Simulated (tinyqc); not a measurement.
# Changing the pipe diameter d

Model: gas flow in a process chamber: flow regimes, conductance, effective pumping speed, pump-down, outgassing and purge. Computed by tinyqc, a small Python program. Command: `OMP_NUM_THREADS=1 python tinyqc.py 3121387 3121388 out.jsonl pump sweep`. One thread of a shared host (Intel(R) Xeon(R) Processor @ 2.30GHz), about 0.01 s of CPU time with the checks.

Ideal gas, isothermal flow, a pump of constant speed at the end of a round pipe; process gas, volume gas and outgassing are given the same properties. 1 sccm = 101325 Pa x 1e-6 m^3/60 s x T/273.15 K.

Inputs (values chosen for the exercise, modelled on hydrogen near room temperature):

| quantity | value | unit |
|---|---|---|
| molar mass M | 2.016 | g/mol |
| molecular diameter | 0.27 | nm |
| viscosity eta | 8.9 | micropascal s |
| temperature T | 300 | K |
| chamber volume V | 79 | L |
| wall area | 3.2 | m^2 |
| pipe length l | 100 | cm |
| pump speed S | 29 | L/s |
| process gas flow | 16 | sccm |
| outgassing rate after 1 h | 6.8e-07 | Pa m^3/(s m^2) |
| outgassing exponent n | 0.96 | - |
| target base pressure | 2e-05 | Pa |

Constants: k_B = 1.380649e-23 J/K; u = 1.6605390666e-27 kg.

Method:
- Mean speed c = sqrt(8 k_B T/(pi m)); aperture conductance C_a = c pi d^2/16; molecular pipe C_m = C_a/(1 + 3 l/(4 d)) (Dushman form); viscous pipe C_v = pi d^4 p_mean/(128 eta l); Knudsen interpolation C = C_v + C_m (1 + x)/(1 + 1.24 x), x = d p_mean sqrt(m/(k_B T))/eta.
- Effective speed 1/S_eff = 1/S + 1/C_m; time constant V/S_eff; pressure at which the free path k_B T/(sqrt2 pi d_m^2 p) equals d.
- Steady flow: the pump inlet is at p_2 = Q/S, and the chamber pressure p_1 solves Q = C((p_1 + p_2)/2) (p_1 - p_2). Residence time = p_1 V/Q.
- Knudsen number = free path at the mean pressure over d.
- From the outgassing limit: t = 1 h x (q_1 A/(S_eff p_target))^(1/n) - 10 s; monolayer time at the target = 1e19 m^-2 x 4 k_B T/(p c) for unit sticking.

One run for each value:

| pipe diameter d (cm) | S_eff in molecular flow (L/s) | chamber pressure p_1 (Pa) | time to the target (h) | C_m (L/s) |
|---|---|---|---|---|
| 1.6 | 1.751 | 11.994 | 73.794 | 1.8636e+00 |
| 2.5 | 5.656 | 4.419 | 21.755 | 7.0267e+00 |
| 3.8 | 13.212 | 2.048 | 8.988 | 2.4269e+01 |
| 5.8 | 21.568 | 1.304 | 5.394 | 8.4160e+01 |
| 8.9 | 26.387 | 1.093 | 4.371 | 2.9285e+02 |
| 14.0 | 28.238 | 1.038 | 4.073 | 1.0745e+03 |
| 21.0 | 28.752 | 1.027 | 3.997 | 3.3622e+03 |
| 32.0 | 28.921 | 1.024 | 3.973 | 1.0673e+04 |

Over the rows, S_eff in molecular flow (L/s) rises from 1.75 to 28.9 (exponent d ln y / d ln x 2.6 between the first rows and 0.014 between the last); chamber pressure p_1 (Pa) falls from 12.0 to 1.02 (exponent d ln y / d ln x -2.2 between the first rows and -0.0065 between the last); time to the target (h) falls from 73.8 to 3.97 (exponent d ln y / d ln x -2.7 between the first rows and -0.015 between the last). At the high end the exponent of S_eff in molecular flow is 0.01, close to 0: the pump limits.
